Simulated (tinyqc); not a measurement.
Strained Delta valleys, repopulation and conductivity mass: one step of the calculation.

A cubic crystal with three pairs of conduction valleys along x, y and z under uniaxial stress X along [100] (X > 0 is tension); current along [010]. Non-degenerate electrons, fixed total density, one relaxation time for all valleys and stresses, masses unchanged by strain, so the mobility goes as the mean inverse mass.

Question. Strain tensor. Stress s_ij = X a_i a_j with a the unit vector along [100]; strain e_ii = s11 s_ii + s12 (s_jj + s_kk), e_ij = s44 s_ij/2.

Parameters, values chosen for the exercise; values close to those of silicon: compliance s11 = 7.56 1/TPa; compliance s12 = -2.1 1/TPa; compliance s44 = 12.5 1/TPa; uniaxial stress (tension positive) X = -200 MPa.

Find: strain.

Answer.

strain (%):
```
          x        y        z
x  -0.15120  0.00000  0.00000
y   0.00000  0.04200  0.00000
z   0.00000  0.00000  0.04200
```

Numbers from tinyqc (`OMP_NUM_THREADS=1 python tinyqc.py 2530122 2530123 out.jsonl`; about 0.01 s on one thread of a shared Intel Xeon 2.30GHz).
